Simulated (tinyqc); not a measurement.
Electron continuity equation in a given potential, Scharfetter-Gummel discretisation: three discretisations compared.

Steady state in one dimension: J = q mu n E + q D dn/dx with E = -dpsi/dx and D = mu Vt, dJ/dx = 0, fixed densities nL and nR at the ends. The potential is given, psi = U x/L, and is not changed by the electrons.

8 equal intervals. Fluxes J_i = (q D/h)(n_(i+1) P_i - n_i Q_i), d_i = (psi_(i+1) - psi_i)/Vt: Scharfetter-Gummel P = B(d), Q = B(-d), B(d) = d/(exp(d) - 1); central P = 1 - d/2, Q = 1 + d/2; upwind P = 1 + max(-d, 0), Q = 1 + max(d, 0). Balance at each inner node: J_i - J_(i-1) = 0. The reference is Scharfetter-Gummel on 1600 intervals.

Values chosen for this exercise; mobility close to that of 4H silicon carbide at room temperature:
```
symbol   value        unit                               meaning
T          273           K                           temperature
mu         895  cm^2/(V s)                     electron mobility
L          3.4          um                  length of the region
nL        1e15       cm^-3                      density at x = 0
nR      2.9e14       cm^-3                      density at x = L
U        -0.18           V  potential difference psi(L) - psi(0)
```

Constants: q = 1.602176634e-19 C, kB = 1.380649e-23 J/K, Vt = kB T/q. Results are converted to the units shown.

Densities (cm^-3):
```
node	Scharfetter-Gummel	central	upwind	reference
0	1.0000e15	1.0000e15	1.0000e15	1.0000e15
1	5.6262e14	5.4051e14	6.5128e14	5.6262e14
2	3.9455e14	3.7832e14	4.7304e14	3.9455e14
3	3.2997e14	3.2106e14	3.8193e14	3.2997e14
4	3.0515e14	3.0085e14	3.3537e14	3.0515e14
5	2.9561e14	2.9372e14	3.1156e14	2.9561e14
6	2.9195e14	2.9120e14	2.9940e14	2.9195e14
7	2.9054e14	2.9031e14	2.9318e14	2.9054e14
8	2.9000e14	2.9000e14	2.9000e14	2.9000e14
```

Largest errors as a share of the largest reference density listed: Scharfetter-Gummel under 1e-7 %, central 2.2 %, upwind 8.9 %. The largest |d| is 0.956. Upwinding stays positive but acts as if D were larger by the factor 1 + |d|/2, up to 1.48 here.

Program tinyqc, `OMP_NUM_THREADS=1 python tinyqc.py 2220032 2220033 out.jsonl`; Intel Xeon 2.30GHz, shared host, one thread, about 0.01 s.
